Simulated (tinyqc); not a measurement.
# Thin film between two gates, subbands and threshold shift from confinement: effects of single changes

Undoped body with a flat potential across it, hard walls, transport along x. Three valley pairs (g = 2 each) with the longitudinal mass along x, y or z. Non-parabolicity enters the subband edges through E (1 + al E) = gamma, so E = 2 gamma/(1 + sqrt(1 + 4 al gamma)); motion within a subband is taken as parabolic with the band-edge mass. Energies are counted from the bulk band edge.

Inputs (values chosen for the exercise); masses close to those of silicon:
```
symbol,value,unit,meaning
T,77,K,temperature
ml,0.922,m0,longitudinal mass
mt,0.192,m0,transverse mass
al,0,1/eV,non-parabolicity
t,7.4,nm,film thickness (along z)
dl,0.3,nm,widening of the box by penetration into the insulator
Cg,3,uF/cm^2,gate capacitance per area of interface
```

Constants: q = 1.602176634e-19 C, kB = 1.380649e-23 J/K, hbar = 1.054571817e-34 J s, m0 = 9.1093837015e-31 kg, Vt = kB T/q, hbar^2/(2 m0) = 0.0380998212 eV nm^2. Results are converted to the units shown.

Each table varies one quantity; the others keep the values above.

## Confinement against the film thickness

gamma = C (pi k/(t + dl))^2/mz, C = hbar^2/(2 m0). Each subband has N_k = g sqrt(mx my) m0 kB T/(pi hbar^2); without degeneracy n = exp(EF/Vt) sum N_k exp(-E_k/Vt). Classical value Nc times t, Nc = sum over valleys of 2 g (m m0 kB T/(2 pi hbar^2))^1.5 with m = (mx my mz)^(1/3). Threshold shift dVT = Vt ln(classical value/sum N_k exp(-E_k/Vt)). With degeneracy n = sum N_k F((EF - E_k)/Vt), F(x) = ln(1 + exp(x)); gate: Vg = EF + q n/(Cg P), P = 2 (both faces), summed over the 60 lowest subbands at most, with Vg counted from the value that would put EF at the bulk band edge of an empty body. The last two columns are for Vg = 0.7 V; sensitivity d(dVT)/dt by central differences between 0.99 and 1.01 times the value.

Confinement against the film thickness:
```
t (nm),E_1 (meV),gap to the next edge (meV),dVT (mV),sensitivity (mV/nm),n/P (cm^-2),share of the lowest subband (%)
2,77.10,231.3,74.52,-63.73,9.456e12,100.0
2.7,45.32,135.9,44.73,-27.76,9.952e12,99.26
3.6,26.81,80.44,28.14,-11.91,1.074e13,74.23
4.7,16.31,48.94,19.40,-5.137,1.146e13,50.15
6.3,9.363,28.09,14.17,-2.118,1.196e13,34.71
8.4,5.388,16.16,10.65,-1.443,1.226e13,26.03
11,3.194,9.582,7.459,-0.9922,1.244e13,20.87
15,1.742,5.227,4.714,-0.4508,1.260e13,16.28
20,0.9897,2.969,3.191,-0.2049,1.272e13,12.63
```

Read the table: what changes, and by how much?

As t grows from 2 to 20 nm, E_1 falls from 77.1 to 0.990 meV and dVT falls from 74.5 to 3.19 mV. E_1 goes as t^(-1.77) at the thin end (-2 for a parabolic band without penetration); a thickness error of 0.2 nm moves the threshold by 13 mV in the first row and 0.041 mV in the last. The charge per interface area rises from 9.46e12 to 1.27e13 cm^-2. For t = 2, 2.7 the body is too thin for bulk effective masses to be reliable. In every row the charge in the last two columns would bend the potential across the body by some 30 mV or more, which is left out.

## Charge and subband filling against gate voltage

Same model as above.

Each subband has N_k = g sqrt(mx my) m0 kB T/(pi hbar^2). Cq = q dn/dEF.

Result of one run:
```
Vg (V),EF - E_1 (eV),n (cm^-2),n/P (cm^-2),share of the lowest subband (%),Cq/(Cg P),total C/(Cg P)
0.36,0.03093,1.207e13,6.033e12,41.21,20.52,0.9535
```

What becomes of these results when the gate voltage Vg is changed from 0.36 to 0.61 V, all else the same?

Result of the changed run:
```
Vg (V),EF - E_1 (eV),n (cm^-2),n/P (cm^-2),share of the lowest subband (%),Cq/(Cg P),total C/(Cg P)
0.61,0.04112,2.105e13,1.052e13,31.35,25.83,0.9627
```

The whole series:
```
Vg (V),EF - E_1 (eV),n (cm^-2),n/P (cm^-2),share of the lowest subband (%),Cq/(Cg P),total C/(Cg P)
-0.14,-0.1469,292.9,146.4,88.50,1.179e-9,1.179e-9
-0.02,-0.02739,1.924e10,9.619e9,88.42,0.07688,0.07139
0.11,0.01382,3.344e12,1.672e12,70.01,7.476,0.8820
0.23,0.02398,7.458e12,3.729e12,51.97,14.75,0.9365
0.36,0.03093,1.207e13,6.033e12,41.21,20.52,0.9535
0.48,0.03610,1.637e13,8.183e12,35.41,23.75,0.9596
0.61,0.04112,2.105e13,1.052e13,31.35,25.83,0.9627
0.73,0.04549,2.538e13,1.269e13,28.76,27.09,0.9644
0.86,0.05003,3.008e13,1.504e13,26.69,28.16,0.9657
```

EF passes E_1 = 0.00688 eV at Vg = 0.0302 V. The share of the lowest subband falls from 88.5 to 26.7 % and the total capacitance rises from 1.18e-9 to 0.966 of Cg P. Between the last two rows 3.5 % of the added gate voltage goes into raising EF. For Vg = 0.11, 0.23, 0.36, 0.48, 0.61, 0.73, 0.86 the charge would bend the potential across the body by some 30 mV or more, which is left out.

Computed by the program tinyqc: `OMP_NUM_THREADS=1 python tinyqc.py 2350144 2350145 out.jsonl`, one thread of a shared Intel Xeon 2.30GHz, about 0.09 s for the whole run.
